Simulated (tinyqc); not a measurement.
Inside a calculation: graded (staircase) quantum well by finite differences. Values are carried at full precision from step to step, so a last printed digit may differ when a step is redone from the rounded ones.

Finite differences on points z_i at the centres of cells of width h: H_ii = (c/h^2)(1/m_(i-1/2) + 1/m_(i+1/2)) + V_i, H_(i,i+1) = -(c/h^2)/m_(i+1/2), where m_(i+1/2) is the mean of the masses at the two points (the end values are repeated outwards), psi = 0 on the points beyond both ends, c = hbar^2/2m0. The field adds e F (z - z0) with z0 the middle of the structure; 1 kV/cm = 1e-5 eV/angstrom.

Constants: hbar^2/2m0 = 3.80998211 eV angstrom^2.

Parameters, chosen for this exercise (near those of a GaAs well in AlGaAs; the results hold for these values, not for the real material): layers = ((30, 0.235, 0.0911), (10, 0.104, 0.0782), (10, 0.026, 0.0705), (10, 0, 0.0679), (10, 0.026, 0.0705), (10, 0.104, 0.0782), (30, 0.235, 0.0911)) (each layer: thickness in angstrom, band edge in eV, mass in m0); F = 0 kV/cm (field along z); h = 10 angstrom (cell width of the coarse grid); hf = 0.625 angstrom (cell width of the fine grid).

## The coarse grid

List the points, the potential with the field, and the masses.

Grid:
```
i   z (angstrom)  V (eV)  m (m0)
1            5.0  0.2350  0.0911
2           15.0  0.2350  0.0911
3           25.0  0.2350  0.0911
4           35.0  0.1040  0.0782
5           45.0  0.0260  0.0705
6           55.0  0.0000  0.0679
7           65.0  0.0260  0.0705
8           75.0  0.1040  0.0782
9           85.0  0.2350  0.0911
10          95.0  0.2350  0.0911
11         105.0  0.2350  0.0911
```

## The tridiagonal Hamiltonian

Form the diagonal and the neighbouring elements; V in the grid already includes the field.

diagonal H_ii (eV): 1.0714  1.0714  1.1033  1.0665  1.0890  1.1012  1.0890  1.0665  1.1033  1.0714  1.0714

H_(i,i+1) (eV): -0.4182  -0.4182  -0.4501  -0.5124  -0.5506  -0.5506  -0.5124  -0.4501  -0.4182  -0.4182

## Lowest levels on the coarse grid

Diagonalise the symmetric tridiagonal matrix; give the three lowest levels and the weights u_i^2 (sum 1) of the two lowest.

levels (eV): 0.1052  0.3045  0.4513

weights on the points:
```
             1      2      3      4      5      6      7      8      9     10     11
level 1  0.002  0.011  0.038  0.112  0.209  0.256  0.209  0.112  0.038  0.011  0.002
level 2  0.027  0.090  0.149  0.165  0.070  0.000  0.070  0.165  0.149  0.090  0.027
```

## Halving the cell width

The same with h, h/2, ..., h/32. The end points move with h, since psi vanishes half a cell beyond the structure. Richardson value (4 E(h/32) - E(h/16))/3.

Convergence:
```
cell (angstrom)  points  E1 (eV)  E2 (eV)  E1 - finest (meV)
10.0000              11  0.10519  0.30454             -3.844
5.0000               22  0.10774  0.31429             -1.297
2.5000               44  0.10856  0.31893             -0.471
1.2500               88  0.10886  0.32116             -0.173
0.6250              176  0.10898  0.32225             -0.053
0.3125              352  0.10904  0.32279              0.000
```

Richardson values of E1, E2 (eV): 0.10905  0.32297

The coarse grid is 3.8 meV too low in E1. The last differences between rows shrink by a factor 2.3 (4 for a pure h^2 error, 2 for one linear in h).

## Positions and dipoles on the fine grid

With h sum psi^2 = 1: <z - z0> of three levels, |z_12| and |z_13|, the mass m1 from 1/m1 = <1|1/m|1>, and f_1j = (m1/c)(E_j - E_1) z_1j^2.

levels (eV): 0.1090  0.3223  0.5124

<z - z0> (angstrom): 0.0  0.0  0.0

|z_12|, |z_13| (angstrom): 15.53  0.00

m1 = 0.0733 m0

f_12, f_13: 0.989  0.000

The structure is symmetric and there is no field, so z_13 vanishes by parity. E2 - E1 = 213.3 meV, a wavelength of 5.8 micrometre (hc = 1239.841984 eV nm). Level 2 lies above the lowest point of the outer barriers, so it is a resonance or a state of the finite grid, and values that rest on it depend on the ends of the grid.

## Checks

- E1 at zero field on the grid h/32 against transfer matrices between the same hard ends, eV: both 0.1090.

Program tinyqc; command `OMP_NUM_THREADS=1 python tinyqc.py 1250523 1250524 out.jsonl`; about 0.01 s on one thread of a shared Intel(R) Xeon(R) Processor @ 2.30GHz.
